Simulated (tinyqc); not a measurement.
Koster-Slater impurity in a tight-binding band, by Green functions and by supercells: one step, computed by the program tinyqc. Command: `OMP_NUM_THREADS=1 python tinyqc.py 3025847 3025848 out.jsonl kosterslater walk`. One thread of a shared host (Intel(R) Xeon(R) Processor @ 2.30GHz), about 0.03 s of CPU time with the checks.

One orbital per site, e(k) = -2 t sum cos(k_i) over 1 direction(s), band from -2 t to 2 t, lattice constant 1. One site has the extra energy U. Spin is left out.

Problem. The host Green function outside the band. Outside the band G0(E) = sign(E)/sqrt(E^2 - 4 t^2). A bound state solves 1/U = G0(E). Energies: 0.05, 0.2, 0.5, 1, 2, 4 and 8 t beyond the band edge on the side of U, rounded to four digits.

Inputs (values chosen for the exercise, for a model band): hopping t = 0.76 eV; impurity potential U = -0.315 eV.

Lattice: chain.

Give: Scan on the side of U.

Solution.

Scan on the side of U:
```
E (eV)  G0 (1/eV)  1/U - G0 (1/eV)
-1.558     -2.924           -0.251
-1.672     -1.436           -1.739
-1.900     -0.877           -2.297
-2.280     -0.588           -2.586
-3.040     -0.380           -2.795
-4.560     -0.233           -2.942
-7.600     -0.134           -3.040
```

G0 diverges at the band edge, so any U binds a state.
